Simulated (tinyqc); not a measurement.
Inside a calculation: configuration-coordinate model of carrier capture at a defect. Values are carried at full precision from step to step, so a last printed digit may differ when a step is redone from the rounded ones.

Two parabolas of equal curvature k in one coordinate Q: with the carrier free at the band edge, U_f = k Q^2/2; with the carrier trapped, U_t = k (Q - dQ)^2/2 - ET. ER = k dQ^2/2, Huang-Rhys factor S = ER/hw, hw = 0.0646541 sqrt(k/M) eV for k in eV/angstrom^2 and M in u. The curves cross at a height Eb = (ER - ET)^2/(4 ER) above the free minimum.

Constants: kB = 8.617333262e-05 eV/K.

Inputs chosen for the exercise (of the size met at a DX centre in AlGaAs; the results hold for these values, not for the real material):
```
symbol  value  unit  meaning
ET      0.08   eV    thermal depth of the level below the band edge
ER      0.9    eV    relaxation energy
hw      0.011  eV    phonon energy of the mode
M       70     u     mass of the mode
T       150    K     temperature
nu      1e+13  1/s   attempt rate
```

## The two parabolas

Form S, k, dQ, the crossing point Qc = (ER - ET)/(k dQ), Eb, and the emission barrier Eb + ET.

S = 81.818
k = 2.0262 eV/angstrom^2
dQ = 0.9425 angstrom
Qc = 0.4294 angstrom

barriers (eV): capture 0.1868, emission 0.2668

ER > ET: the crossing lies between the two minima (large relaxation); at Q = 0 the trapped level lies above the band edge.

## Optical transitions

Vertical ionisation from the trapped minimum costs ET + ER; vertical capture from the free minimum releases ET - ER (none if negative); the band has a standard deviation sqrt(S hw^2 coth(hw/2kT)) with S = ER/hw, and a full width 2.35482 times that.

energies (eV): ionisation peak 0.980, zero-phonon 0.080, emission peak -0.820

coth(hw/2kT) = 2.4903
standard deviation = 0.1570 eV
full width = 0.3697 eV

Vertical capture would need energy: there is no luminescence peak (at most a tail of the broadened line), and a carrier freed by light must cross the barrier Eb to return or tunnel through it; where tunnelling is slow this gives persistent photoconductivity at low temperature. The optical peak exceeds the thermal depth by a factor 12.25.

## The multiphonon factor

Multiphonon factor for giving p = ET/hw phonons to the lattice: W = exp(-S (2 nb + 1)) ((nb + 1)/nb)^(p/2) I_p(x), nb = 1/(exp(hw/kT) - 1), x = 2 S sqrt(nb (nb + 1)), I_p the modified Bessel function. Classical limit: W = hw exp(-Eb/kT)/sqrt(4 pi ER kT). At T = 0: exp(-S) S^p/Gamma(p + 1).

Form p, nb, x and ln W, the classical ln W, and the capture time 1/(nu W).

p, nb, x: [7.2727, 0.7452, 186.6056]

ln W: quantum -17.729, classical -17.998

capture time = 5.01e-06 s

The quantum factor is 1.31 times the classical one at kT/hw = 1.18: the classical form serves within a factor of e.

## Emission by detailed balance

For equal degeneracies and one band-edge state, emission time = capture time x exp(ET/kT).

ET/kT = 6.189
log10 of the emission time in s = -2.61

## Checks

- Ln W for the nearest whole p against the double Poisson sum over emitted and absorbed phonons: both -17.8347.

Run: tinyqc, `OMP_NUM_THREADS=1 python tinyqc.py 1482140 1482141 out.jsonl`; Intel(R) Xeon(R) Processor @ 2.30GHz, one thread, shared host; about 0.01 s of CPU time with all checks.
